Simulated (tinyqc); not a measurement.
# Graded p-n junction, non-linear Poisson equation by Newton steps: starts and damping rules compared

One dimension, p side on the left, n side on the right; net doping C = (Nd - Na)/2 + ((Nd + Na)/2) tanh(x/Lg). The potential psi is counted from the intrinsic level, and the quasi-Fermi potentials are flat: 0 for holes and -V for electrons, so n = ni exp((psi + V)/Vt) and p = ni exp(-psi/Vt) (Boltzmann statistics, full ionisation, no current).

a_i = eps0 eps_r/h_i for the interval from node i to i + 1, with h_i = x_(i+1) - x_i in cm.

n_i = ni exp((psi_i + V)/Vt), p_i = ni exp(-psi_i/Vt), rho_i = p_i - n_i + C_i, g_i = (n_i + p_i)/Vt. Box widths w_i = (h_(i-1) + h_i)/2 in cm. Residual F_i = a_i (psi_(i+1) - psi_i) - a_(i-1) (psi_i - psi_(i-1)) + q rho_i w_i; Jacobian: a_(i-1) and a_i beside the diagonal, b_i = -a_(i-1) - a_i - q g_i w_i on it. The two end nodes are fixed.

Iterations until the largest undamped |d| is below 1e-9 V (the last, tiny step is counted), with a cap of 100; "overflow" would mean that an exponential left the range of double precision. Starts:
- neutral: psi_p = -Vt ln(Na/ni) on nodes with x < 0 and psi_n = Vt ln(Nd/ni) - V on the others.
- depletion: The parabolas of an abrupt Na-Nd junction in the depletion approximation: psi_p + q Na (x + xp)^2/(2 eps0 eps_r) for -xp < x < 0, psi_n - q Nd (xn - x)^2/(2 eps0 eps_r) for 0 < x < xn, flat outside, with W = sqrt(2 eps0 eps_r (psi_n - psi_p)(1/Na + 1/Nd)/q), xp = W Nd/(Na + Nd), xn = W Na/(Na + Nd), psi_p = -Vt ln(Na/ni), psi_n = Vt ln(Nd/ni) - V.
- linear: A straight line in x from psi_p = -Vt ln(Na/ni) at the first node to psi_n = Vt ln(Nd/ni) - V at the last.

Rules for the step d, which solves the tridiagonal system a_(i-1) d_(i-1) + b_i d_i + a_i d_(i+1) = -F_i:
- full Newton steps: the full step is added.
- logarithmic damping: each component d is damped to sign(d) Vt ln(1 + |d|/Vt) before it is added.
- steps capped at 4 Vt: if the largest |d| exceeds 4 Vt, the whole step is scaled down so that it equals 4 Vt.
- halved steps: half of the step is added while the largest |d| exceeds 1.5 Vt, the full step after that.

Values chosen for this exercise; band and dielectric values close to those of gallium arsenide:

| symbol | value | unit | meaning |
|---|---|---|---|
| T | 325 | K | temperature |
| Eg | 1.41 | eV | band gap |
| eps_r | 12.7 |  | relative permittivity |
| Nc | 5.03e17 | cm^-3 | conduction-band density of states at T |
| Nv | 1.02e19 | cm^-3 | valence-band density of states at T |
| Na | 1.2e15 | cm^-3 | acceptor density of the p side |
| Nd | 2.7e16 | cm^-3 | donor density of the n side |
| V | 0.48 | V | bias of the p side against the n side |
| Lg | 550 | nm | grading length |

Constants: q = 1.602176634e-19 C, kB = 1.380649e-23 J/K, Vt = kB T/q, eps0 = 8.8541878128e-14 F/cm where lengths are in cm. Results are converted to the units shown.

```
node  x (nm)  net doping C (cm^-3)
0      -6140           -1.20000e15
1      -4550           -1.20000e15
2      -3270           -1.19981e15
3      -2240           -1.19182e15
4      -1410           -1.03368e15
5       -750            5.31004e14
6       -215            7.65277e15
7        215            1.81472e16
8        701            2.49559e16
9       1250            2.67038e16
10      1870            2.69686e16
11      2570            2.69975e16
12      3370            2.69999e16
13      4270            2.70000e16
```

ni = 2.64632e7 cm^-3

Iterations needed:
```
           full Newton steps  logarithmic damping  steps capped at 4 Vt  halved steps
neutral                   50                   11                    12            17
depletion                 44                   12                    11            22
linear              overflow                   12                    11      over 100
```

What do the numbers show?

The fewest iterations, 11, are needed by logarithmic damping from the neutral start and steps capped at 4 Vt from the depletion start and steps capped at 4 Vt from the linear start. No result within 100 iterations: full Newton steps from the linear start; halved steps from the linear start. Lowest count for the worst start: steps capped at 4 Vt, at most 12 iterations.

tinyqc, about 0.06 s, one thread, Intel Xeon 2.30GHz (shared host): `OMP_NUM_THREADS=1 python tinyqc.py 2000039 2000040 out.jsonl`
